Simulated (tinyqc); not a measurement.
Resistance of a source-drain extension with a graded tip: one step of the calculation.

y runs along the channel, the gate covers y > 0. The doping is N0 for y < y0 and N0 10^(-(y - y0)/la) beyond, uniform over the depth xj. Sheet conductance s(y) = q mu(N) max(N - Nch, 0) xj + (for y > 0) ma Cox Vo, with mu(N) = u0 + (u1 - u0)/(1 + (N/Nr)^au) and Cox = eps0 eox/tox. Current is taken as one-dimensional; depletion of the tip, spreading and the contact are left out. The metallurgical junction lies at yj, where N = Nch.

Task. Resistance of the overlapped part. Midpoint rule on 8 equal steps from 0 to yj: R_ov = sum h/s(y), per width.

Values chosen for this exercise; mobility law close to that of holes in silicon:
- eox = 8.77 (relative permittivity of the gate insulator (close to aluminium oxide))
- tox = 7.6 nm (insulator thickness)
- N0 = 1.5e20 cm^-3 (active doping of the extension far from the gate)
- la = 3.3 nm/decade (lateral abruptness)
- y0 = 4.4 nm (position under the gate where the fall begins (gate edge at 0))
- xj = 12 nm (depth of the extension)
- Nch = 2.1e18 cm^-3 (channel doping)
- Vo = 0.67 V (gate overdrive)
- ma = 48 cm^2/(V s) (mobility of the gate-induced layer)
- u1 = 470.5 cm^2/(V s) (mobility at low doping)
- u0 = 44.9 cm^2/(V s) (mobility at high doping)
- Nr = 2.23e17 cm^-3 (reference doping)
- au = 0.719 (exponent)

Constants: q = 1.602176634e-19 C, eps0 = 8.8541878128e-14 F/cm where lengths are in cm. Results are converted to the units shown.

Find: y; N; doped conductance; sheet resistance; R_ov.

Result.

```
point	y (nm)	N (cm^-3)	doped conductance (uS)	sheet resistance (ohm/square)
0	0.65736	1.5000e20	1387.8	703.88
1	1.9721	1.5000e20	1387.8	703.88
2	3.2868	1.5000e20	1387.8	703.88
3	4.6015	1.3032e20	1213.3	802.44
4	5.9162	5.2074e19	510.89	1839.1
5	7.2310	2.0808e19	218.01	3986.1
6	8.5457	8.3142e18	88.743	8223.5
7	9.8604	3.3222e18	23.092	17873
```

R_ov = 45.799 ohm um

tinyqc, about 0.05 s, one thread, Intel Xeon 2.30GHz (shared host): `OMP_NUM_THREADS=1 python tinyqc.py 2282161 2282162 out.jsonl`
